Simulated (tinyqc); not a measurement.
# Band bending at a free surface with a continuum of surface states, surface photovoltage and Kelvin probe, step by step

Computed by the program tinyqc: `OMP_NUM_THREADS=1 python tinyqc.py 2430054 2430055 out.jsonl`, one thread of a shared Intel Xeon 2.30GHz, about 0.01 s for the whole run. Printed values are rounded.

n-type bulk, xi = Ec - EF = Vt ln(Nc/Nd), p0 = ni^2/Nd, ni = sqrt(Nc Nv) exp(-Eg/(2 Vt)), Eg in volts. b is the upward band bending, u = b/Vt. Space charge per area, in units of q: Qc = sign(b) sqrt((2 eps0 eps_r Vt/q) [(Nd + dn)(exp(-u) - 1) + Nd u + (p0 + dn)(exp(u) - 1)]), with dn the excess density under light (flat quasi-Fermi levels; 0 in the dark). The states hold -Ds (E0 - xi - b): negative while the Fermi level lies above the neutrality level. Neutrality: Qc + Qf + (charge of the states) = 0.

Values chosen for this exercise; band and dielectric values close to those of silicon:
- T = 300 K (temperature)
- Eg = 1.11 eV (band gap)
- eps_r = 11.7 (relative permittivity)
- Nc = 2.76e19 cm^-3 (conduction-band density of states at T)
- Nv = 2.65e19 cm^-3 (valence-band density of states at T)
- chi = 4.12 eV (electron affinity)
- Nd = 9.4e17 cm^-3 (donor density)
- Qf = 0 cm^-2 (fixed positive charge at the surface)
- pt = 4.37 eV (work function of the probe tip)
- Ds = 1.7e14 cm^-2 eV^-1 (density of surface states)
- E0 = 0.37 eV (depth of their neutrality level below the conduction edge)
- dn = 1.1e14 cm^-3 (excess carrier density under light)

Constants: q = 1.602176634e-19 C, kB = 1.380649e-23 J/K, Vt = kB T/q, eps0 = 8.8541878128e-14 F/cm where lengths are in cm. Results are converted to the units shown.

## Bulk quantities

xi, ni, p0, the Debye length sqrt(eps0 eps_r Vt/(q Nd)) and the flat-band work function chi + xi.

xi = 0.0873718 eV
ni = 1.28377e10 cm^-3
p0 = 175.327 cm^-3
Debye length = 4.21692 nm
chi + xi = 4.20737 eV

## Iteration 1: band bending in the dark

b at the start = 0.23 V

Newton step: b(new) = b - (Qc + Qf - Ds (E0 - xi - b))/(dQc/db + Ds), dQc/db = (eps0 eps_r/q) [Nd (1 - exp(-u)) + p0 exp(u)]/Qc.

b after iteration 1 = 0.272400 V

## Iteration 2: band bending in the dark

As before.

b after iteration 2 = 0.272444 V

## Course of the iteration

Stop when b changes by less than 1e-10 V, or after 40 iterations.

Course of the iteration:
```
iteration     b (V)  change (V)
1          0.272400      0.0424
2          0.272444     4.44e-5
3          0.272444    4.04e-11
```

Converged in 3 iterations.

## Work function and Kelvin-probe reading

converged b = 0.272444 V

Work function chi + xi + b; contact potential difference CPD = (work function of the sample) - pt. Depth of EF below Ec at the surface: xi + b. Depletion width Qc/Nd.

xi + b = 0.359816 eV
Qc = 1.73133e12 cm^-2
Qc/Nd = 18.4185 nm
work function = 4.47982 eV
CPD = 109.816 mV

The Fermi level lies 10.2 meV above the neutrality level.

## Surface photovoltage

Under chopped light the surface charge keeps its dark value, so b falls to bL with Qc(bL, dn) = Qc(b, 0); the photovoltage is b - bL. Qc rises with b, so bL follows by bisection.

bL = 0.239954 V
photovoltage = 32.4900 mV
share of b removed = 11.9254 %
excess holes at the surface, dn exp(bL/Vt) = 1.18152e18 cm^-3
